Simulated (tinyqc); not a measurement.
# Changing the growth rate G

Model: surface segregation during layer-by-layer epitaxy: two-layer exchange kinetics and the shape of quantum wells and delta layers. Computed by tinyqc, a small Python program. Command: `OMP_NUM_THREADS=1 python tinyqc.py 3011017 3011018 out.jsonl mbeseg sweep`. One thread of a shared host (Intel(R) Xeon(R) Processor @ 2.30GHz), about 0.01 s of CPU time with the checks.

Atoms A and B exchange only between the growing layer and the one below it. B is supplied for N layers, then pure A follows.

Inputs (values chosen for the exercise, close to those used for gallium in AlAs):
```
quantity                                   value      unit
barrier E1 for B to move up                 2.04        eV
segregation energy E_s                     0.097        eV
attempt frequency nu                          10       THz
share x0 of B in the flux during the well   0.66         -
layers in the well N                           2         -
layer thickness                             2.83  angstrom
temperature T                                490         C
```

Constants: k_B = 8.617333262e-05 eV/K.

Method:
- p1 = nu exp(-E1/(k_B T)) (B up, A down), p2 = nu exp(-(E1 + E_s)/(k_B T)) (B down); time per layer tau = 1/G; K = p1/p2.
- Temperatures in kelvin are T(C) + 273.15.
- Dilute equilibrium share passed up per layer R_eq = K/(1 + K).
- Each layer is deposited complete with B share x_dep and then exchanges for the time tau = 1/G with the layer below, whose share is b (total c = s + b fixed): ds/dt = p1 b (1 - s) - p2 s (1 - b), s(0) = x_dep. With the roots s1 < s2 of the right side, (s - s1)/(s - s2) = [(s(0) - s1)/(s(0) - s2)] exp(-(p1 - p2)(s2 - s1) tau). The lower layer is then buried with c - s, and s becomes the b of the next layer.
- In the dilute tail each layer passes up the share R = R_eq (1 - exp(-(p1 + p2) tau)); decay length = -layer thickness/ln R.
- Index 0 is the last layer of pure A below the well. Share of B outside the intended layers 1..N = 1 - (sum over 1..N)/(N x0).

One run for each value:
```
growth rate G (layers/s)  share passed up R  decay length (angstrom)  peak share (largest buried share)      p1 tau
0.003                               0.81381                   13.736                            0.39948  1.1243e+02
0.009                               0.81381                   13.736                            0.39948  3.7477e+01
0.03                                0.81381                   13.736                            0.39948  1.1243e+01
0.09                                0.80568                   13.097                            0.40443  3.7477e+00
0.3                                 0.60939                    5.714                            0.47118  1.1243e+00
0.9                                 0.30033                    2.353                            0.56545  3.7477e-01
9                                   0.03663                    0.856                            0.64818  3.7477e-02
30                                  0.01117                    0.630                            0.65639  1.1243e-02
```

Give the missing row, growth rate G (layers/s) = 3.

Computed row:
```
growth rate G (layers/s)  share passed up R  decay length (angstrom)  peak share (largest buried share)      p1 tau
3                                   0.10501                    1.256                            0.62635  1.1243e-01
```

Interpolating between the two neighbouring rows (the first column on a logarithmic scale, the others too where they are positive) misses most in decay length (angstrom), by 10 %. Over the rows, share passed up R falls from 0.814 to 0.0112, flat over part of the range; decay length (angstrom) falls from 13.7 to 0.630, flat over part of the range; peak share (largest buried share) rises from 0.399 to 0.656, flat over part of the range. At the high end the exponent of share passed up R is -0.99, close to -1: kinetic regime: R is about p1 tau. At the low end the exponent of share passed up R is 0.00, close to 0: equilibrium regime. Faster growth buries B before it can move up.

Caution (rows 0.00300, 0.00900, 0.0300, 0.0900): the floating layer fills towards saturation, so the dilute decay length holds only far out in the tail. Caution (all rows): two-layer exchange with complete layers is a simplification that can understate segregation at low temperature; desorption, step-edge exchange and surfactants are left out. Caution (rows 0.900, 3.00, 9.00, 30.0): a decay length below one layer thickness is only formal.

Extremes, crossings and ranges named in words are read from the listed rows.
